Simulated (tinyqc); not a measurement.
Hueckel theory of the pi electrons, for the molecule NC1=CC2=CC=CC2=C1 (SMILES; centres numbered as the heavy atoms are written), step by step. Computed by tinyqc, a small Python program that keeps every step. Settings: charge = 0. Command: `OMP_NUM_THREADS=1 python tinyqc.py 22785 22786 out.jsonl` (the two numbers bound the seeds that draw the settings). One thread of a shared host (Intel(R) Xeon(R) Processor @ 2.60GHz), about 0.01 s of CPU time with the checks.

## The Hueckel matrix

Centres:
```
centre  z_r, pi electrons of the neutral centre         h
1N                                            2  1.500000
2C                                            1  0.000000
3C                                            1  0.000000
4C                                            1  0.000000
5C                                            1  0.000000
6C                                            1  0.000000
7C                                            1  0.000000
8C                                            1  0.000000
9C                                            1  0.000000
```

Bonds:
```
i  j         k
1  2  0.800000
2  3         1
3  4         1
4  5         1
5  6         1
6  7         1
7  8         1
8  9         1
9  2         1
8  4         1
```

H_rr = alpha + h_r beta, H_rs = k_rs beta for bonded centres.

Hueckel matrix in units of beta (H = alpha + beta A):
```
          1N        2C        3C        4C        5C        6C        7C        8C
1N  1.500000  0.800000  0.000000  0.000000  0.000000  0.000000  0.000000  0.000000
2C  0.800000  0.000000  1.000000  0.000000  0.000000  0.000000  0.000000  0.000000
3C  0.000000  1.000000  0.000000  1.000000  0.000000  0.000000  0.000000  0.000000
4C  0.000000  0.000000  1.000000  0.000000  1.000000  0.000000  0.000000  1.000000
5C  0.000000  0.000000  0.000000  1.000000  0.000000  1.000000  0.000000  0.000000
6C  0.000000  0.000000  0.000000  0.000000  1.000000  0.000000  1.000000  0.000000
7C  0.000000  0.000000  0.000000  0.000000  0.000000  1.000000  0.000000  1.000000
8C  0.000000  0.000000  0.000000  1.000000  0.000000  0.000000  1.000000  0.000000
9C  0.000000  1.000000  0.000000  0.000000  0.000000  0.000000  0.000000  1.000000

          9C
1N  0.000000
2C  1.000000
3C  0.000000
4C  0.000000
5C  0.000000
6C  0.000000
7C  0.000000
8C  1.000000
9C  0.000000
```

## Orbitals

pi electrons, sum of z_r less the charge = 10

Diagonalise; E = alpha + x beta with beta < 0, so the largest x are filled first; degenerate levels share their electrons. P = sum n_i c_ri c_si; each orbital has its largest coefficient positive (the first on a tie).

x values: [2.420376, 1.908491, 1.163110, 1.000000, 0.323953, 0.000000, -1.465639, -1.850291, -2.000000]

occupations: [2.000000, 2.000000, 2.000000, 2.000000, 2.000000, 0.000000, 0.000000, 0.000000, 0.000000]

coefficients:
```
         MO1        MO2        MO3        MO4        MO5        MO6        MO7        MO8
1N  0.331918   0.705676   0.502627   0.000000  -0.332623   0.000000   0.126559  -0.112086
2C  0.381861   0.360328  -0.211663   0.000000   0.488975   0.000000  -0.469161   0.469400
3C  0.329357   0.061571  -0.324144   0.408248   0.212252   0.500000   0.293186  -0.389429
4C  0.415306  -0.242820  -0.165353   0.408248  -0.420216   0.000000   0.039455   0.251157
5C  0.260534  -0.282171   0.297173   0.408248   0.071834  -0.500000  -0.390469  -0.326440
6C  0.215284  -0.295701   0.510998   0.000000   0.443487   0.000000   0.532831   0.352853
7C  0.260534  -0.282171   0.297173  -0.408248   0.071834   0.500000  -0.390469  -0.326440
8C  0.415306  -0.242820  -0.165353  -0.408248  -0.420216   0.000000   0.039455   0.251157
9C  0.329357   0.061571  -0.324144  -0.408248   0.212252  -0.500000   0.293186  -0.389429

          MO9
1N   0.000000
2C   0.000000
3C  -0.288675
4C   0.577350
5C  -0.288675
6C   0.000000
7C   0.288675
8C  -0.577350
9C   0.288675
```

charge and bond-order matrix P:
```
           1N         2C         3C         4C         5C         6C         7C         8C
1N   1.942839   0.223979  -0.161510   0.046315   0.025656  -0.055770   0.025656   0.046315
2C   0.223979   1.119104   0.640699  -0.198764  -0.059923   0.168708  -0.059923  -0.198764
3C  -0.161510   0.640699   0.858107   0.505813   0.308043  -0.037615  -0.358623  -0.160854
4C   0.046315  -0.198764   0.505813   1.204061   0.528121  -0.219289  -0.138546   0.537394
5C   0.025656  -0.059923   0.308043   0.528121   0.815275   0.646479   0.148608  -0.138546
6C  -0.055770   0.168708  -0.037615  -0.219289   0.646479   1.183171   0.646479  -0.219289
7C   0.025656  -0.059923  -0.358623  -0.138546   0.148608   0.646479   0.815275   0.528121
8C   0.046315  -0.198764  -0.160854   0.537394  -0.138546  -0.219289   0.528121   1.204061
9C  -0.161510   0.640699   0.191441  -0.160854  -0.358623  -0.037615   0.308043   0.505813

           9C
1N  -0.161510
2C   0.640699
3C   0.191441
4C  -0.160854
5C  -0.358623
6C  -0.037615
7C   0.308043
8C   0.505813
9C   0.858107
```

## Energy, charges, bond orders

E = sum n x; q_r = z_r - P_rr; bond order p = P_rs; free valence = sqrt(3) - sum of p over the bonds of the atom.

pi energy = 10 alpha + this times beta = 13.631859

pi charges: 1N 0.057161, 2C -0.119104, 3C 0.141893, 4C -0.204061, 5C 0.184725, 6C -0.183171, 7C 0.184725, 8C -0.204061, 9C 0.141893

Bond orders and lengths from R = 1.517 - 0.180 p (angstrom, C-C alone):
```
bond         p         R
1-2   0.223979         -
2-3   0.640699  1.401674
3-4   0.505813  1.425954
4-5   0.528121  1.421938
5-6   0.646479  1.400634
6-7   0.646479  1.400634
7-8   0.528121  1.421938
8-9   0.505813  1.425954
9-2   0.640699  1.401674
8-4   0.537394  1.420269
```

free valence of the carbons: 2C 0.226675, 3C 0.585539, 4C 0.160723, 5C 0.557451, 6C 0.439093, 7C 0.557451, 8C 0.160723, 9C 0.585539

gap between the highest filled and the next level = 0.323953 |beta|
